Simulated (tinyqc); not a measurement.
Yield over energy: physical sputtering: collision-cascade yield, angular dependence, faceting and resputtering in deposition. Computed by tinyqc, a small Python program. Command: `OMP_NUM_THREADS=1 python tinyqc.py 3007842 3007843 out.jsonl sputter walk`. One thread of a shared host (Intel(R) Xeon(R) Processor @ 2.30GHz), about 0.01 s of CPU time with the checks.

Ions start collision cascades; atoms that reach the surface with more than U leave. The target is amorphous or fine-grained.

Inputs (values chosen for the exercise, modelled on neon ions on tantalum):
```
quantity                  value     unit
ion Z1                       10        -
ion mass M1                20.2        u
target Z2                    73        -
target mass M2            180.9        u
surface binding energy U    8.1       eV
target density N           55.5   1/nm^3
fit factor Q               0.54        -
ion energy E                180       eV
current density J           2.1  mA/cm^2
```

Constants: e = 1.602176634e-19 C.

Method. gamma = 4 M1 M2/(M1 + M2)^2; threshold E_th = 6.7 U/gamma for M1 >= M2, else U (1 + 5.7 M1/M2)/gamma. eps = 0.03255 M2 E/(Z1 Z2 (M1 + M2) z), z = (Z1^(2/3) + Z2^(2/3))^(1/2), E in eV; s_n = 3.441 sqrt(eps) ln(eps + 2.718)/(1 + 6.355 sqrt(eps) + eps (6.882 sqrt(eps) - 1.708)); S_n = 84.78 Z1 Z2 M1 s_n/((M1 + M2) z) in eV angstrom^2; alpha = 0.249 (M2/M1)^0.56 + 0.0035 (M2/M1)^1.5 for M1 <= M2, else 0.0875 (M2/M1)^(-0.15) + 0.165 M2/M1; Y0 = 0.042 Q alpha S_n/U [1 - sqrt(E_th/E)]^2.5 (the electronic-loss factor of the full formula is dropped). Erosion rate = Y0 J/(e N); 1 cm^2 = 1e14 nm^2.

threshold E_th = 36.6751 eV

Normal incidence:
```
E (eV)         eps  S_n (eV angstrom^2)          Y0  Y0 per keV
50      4.2653e-04                83.11  1.7147e-03     0.03429
100     8.5305e-04               112.22  2.8967e-02     0.28967
200     1.7061e-03               149.21  9.7467e-02     0.48733
300     2.5592e-03               174.77  1.5752e-01     0.52506
500     4.2653e-03               211.08  2.5323e-01     0.50646
1000    8.5305e-03               267.12  4.1485e-01     0.41485
2000    1.7061e-02               329.19  6.0458e-01     0.30229
5000    4.2653e-02               414.79  8.7621e-01     0.17524
10000   8.5305e-02               475.28  1.0743e+00     0.10743
30000   2.5592e-01               537.27  1.2988e+00     0.04329
100000  8.5305e-01               493.64  1.2428e+00     0.01243
```

What follows from these numbers?

The yield per keV peaks at 300 eV among these rows, 8 times the threshold, the most economical range for removing atoms. Y0 varies as E^4.08 between the first rows and as E^-0.04 at the end; it peaks near 30000 eV, close to the broad maximum of nuclear stopping. Caution: within a few times the threshold, cascades are short and these fits are rough. Caution: the electronic-loss factor, dropped here, would lower the yields at the highest energies slightly.

Extremes, crossings and ranges named in words are read from the listed rows.
